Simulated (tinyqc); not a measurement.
Inside a calculation. Model: bandgap voltage reference from two bipolar transistors.

Program tinyqc, `OMP_NUM_THREADS=1 python tinyqc.py 2062123 2062124 out.jsonl`; Intel Xeon 2.30GHz, shared host, one thread, about 0.02 s. Printed values are rounded.

Two transistors of area 1 and N carry the same current I. Is(T) = Is (T/T0)^eta exp[(Vg0 q/kB)(1/T0 - 1/T)], VBE1 = Vt ln(I/Is(T)) + I rb, VBE2 = Vt ln(I/(N Is(T))) + I rb/N. The amplifier forces I R1(T) = VBE1 - VBE2 + Vos, with R(T) = R (1 + tc (T - T0)) for both resistors, and the output is Vref = VBE1 + I R2(T). Base currents and the Early effect are neglected.

Values chosen for this exercise; values of the order met in silicon bipolar transistors: reference temperature T0 = 300 K; band-gap voltage extrapolated to 0 K Vg0 = 1.149 V; temperature exponent of the saturation current eta = 4.4; saturation current of the unit transistor at T0 Is = 2e-16 A; area ratio of the second transistor N = 24; resistor across which the difference of VBE falls, at T0 R1 = 3.6 kohm; temperature coefficient of both resistors tc = 1000 ppm/K; offset of the amplifier Vos = 2.3 mV; series resistance of the unit transistor rb = 0 ohm; output resistor at T0 R2 = 26.21 kohm; temperature T = 273 K.

Constants: q = 1.602176634e-19 C, kB = 1.380649e-23 J/K. Results are converted to the units shown.

## Operating point at the reference temperature

Vt = kB T/q; I = (Vt ln N + Vos)/(R1(T) - rb (1 - 1/N)). Evaluate at T = T0.

Vt = 0.0258520 V
I = 23.4608 uA
Is(T) = 2e-16 A
VBE1 = 0.658917 V
I R2 = 0.614909 V
Vref = 1.27383 V

## Operating point at another temperature

Vt = kB T/q; I = (Vt ln N + Vos)/(R1(T) - rb (1 - 1/N)).

Vt = 0.0235253 V
I = 22.0009 uA
Is(T) = 1.62850e-18 A
VBE1 = 0.711275 V
I R2 = 0.561074 V
Vref = 1.27235 V

From T0 to T, VBE1 changes by 52.4 mV and I R2 by -53.8 mV, which leaves -1.48 mV in Vref.

## Resistor for zero slope at T0, ideal case

With tc = 0, Vos = 0 and rb = 0 the current is proportional to T, dVBE/dT = (VBE - Vg0 - (eta - 1) Vt)/T, and Vref has zero slope at T0 when Vref = Vg0 + (eta - 1) Vt0. Find VBE1, its slope, that Vref, R2/R1 and the curvature d2Vref/dT2 = -(eta - 1) kB/(q T0).

VBE1 = 0.658203 V
dVBE/dT = -1.92898 mV/K
Vref = 1.23690 V
R2/R1 = 7.04358
curvature = -0.976631 uV/K^2
